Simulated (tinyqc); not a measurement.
Van der Pauw, Hall and four-point-probe measurements on a doped layer: one step of the calculation.

A uniform n-type layer with sheet resistance Rs = 1/(q ns mu), point contacts, low field (mu B small).

Task. Sheet density, mobility and bulk values. Rs = 1/z; Hall sheet density B I/(q |VH|); Hall mobility |VH|/(Rs B I); true values ns = rH times the Hall density, mu = Hall mobility/rH; bulk density ns/t, resistivity Rs t; correction factor F = Rs/[(pi/ln 2)(RA + RB)/2].

Values chosen for this exercise:
- rH = 0.8 (Hall factor)
- B = 2 T (magnetic field)
- I = 50 uA (current)
- t = 13 nm (thickness of the layer)

Constants: q = 1.602176634e-19 C. Results are converted to the units shown.

converged z = 4.1656592 mS
VH = -0.096023217 mV
RA = 19.339907 ohm
RB = 114.45584 ohm

Wanted: Rs; Hall sheet density; Hall mobility; ns; mu; bulk density; resistivity; F.

Result.

Rs = 240.06 ohm/square
Hall sheet density = 6.5000e14 cm^-2
Hall mobility = 40.000 cm^2/(V s)
ns = 5.2000e14 cm^-2
mu = 50.000 cm^2/(V s)
bulk density = 4.0000e20 cm^-3
resistivity = 3.1208e-4 ohm cm
F = 0.79173

Computed by the program tinyqc: `OMP_NUM_THREADS=1 python tinyqc.py 2850144 2850145 out.jsonl`, one thread of a shared Intel Xeon 2.30GHz, about 0.01 s for the whole run.
